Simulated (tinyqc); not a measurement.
Surface orientation and number of bands: six-band hole subbands of a thin body in a field.

Basis X, Y, Z times spin, hole energies counted downwards from the unstrained edge (the hydrostatic shift is left out), c = hbar^2/2m0. For a symmetric tensor T let C(T) have C_XX = L Txx + M (Tyy + Tzz), C_XY = N Txy (cyclic), L = c (g1 + 4 g2), M = c (g1 - 2 g2), N = 6 c g3. k = q + kz n, n the unit normal, q = k1 u + k2 v with u along the channel [1-10] and v = n x u. H = C(k k^T) + (Dso/3)(1 - L.sigma) - B + e F z with (L_k)_ij = -i epsilon_kij; B is the block C built from the traceless strain with 2b, -b and sqrt(3) d in place of L, M, N. Strain: exx = eyy = (s11 + s12) sx/2, ezz = s12 sx, exy = -s44 sx/4. Hard walls at z = 0 and t; basis sin(j pi z/t), j = 1 to Nz: kz^2 = (j pi/t)^2, kz = -i D with D_jl = 4 j l/(t (j^2 - l^2)), z_jj = t/2 and z_jl = -8 t j l/(pi (j^2 - l^2))^2 for j + l odd; 1 MV/cm = 0.01 eV/angstrom.

Nz = 14. E1 is the top subband at q = 0, gap the distance to the next pair, and the masses are c q^2/(E(q) - E1) at |q| = 0.02 1/angstrom (mean of the spin pair) along the channel [1-10] and across it in the plane; a dash marks a band that does not rise.

Constants: hbar^2/2m0 = 3.80998211 eV angstrom^2.

Inputs chosen for the exercise (near those of a p-type Si channel; shifted at random, so the results belong to these values and not to a real crystal):
- g1 = 4.26 (Luttinger gamma1)
- g2 = 0.34 (gamma2)
- g3 = 1.45 (gamma3)
- Dso = 0.045 eV (spin-orbit splitting)
- b = -2.12 eV (tetragonal potential)
- d = -4.8 eV (trigonal potential)
- S = (7.63, -2.13, 12.4) 1/TPa (compliances s11, s12, s44)
- t = 80 angstrom (body thickness)
- F = 0.2 MV/cm (field across the body)
- sx = -2 GPa (stress along the channel [1-10], negative in compression)

Three faces, six bands; and four bands, with Dso set to 1000 eV.

Results:
```
case           E1 (meV)  gap (meV)  m channel  m across
(001) 6 bands      28.4       78.1      0.144     2.801
(001) 4 bands      54.9       77.0      0.182     0.572
(110) 6 bands     -22.2       27.5      0.114     0.280
(110) 4 bands      37.5       53.9      0.149     0.301
(111) 6 bands       4.2       48.5      0.129     1.206
(111) 4 bands      37.8       49.7      0.164     0.246
```

What can be read from this table?

With six bands the top subband is shallowest on (110) (-22.2 meV) and deepest on (001). Without the stress E1 would be 89.0, 48.4 and 64.2 meV, so the stress moves it by -60.6, -70.7 and -60.0 meV. The lightest channel mass is on (110) (0.114 m0). Dropping the split-off band moves E1 by 26.5, 59.7 and 33.6 meV and the gap by -1.0, 26.5 and 1.2 meV on the three faces, with Dso = 45 meV.

Computed by tinyqc, a small Python program: `OMP_NUM_THREADS=1 python tinyqc.py 1252001 1252002 out.jsonl` (the numbers bound the seed that draws the inputs); one thread of a shared host (Intel(R) Xeon(R) Processor @ 2.30GHz), about 0.6 s for the whole set of steps.
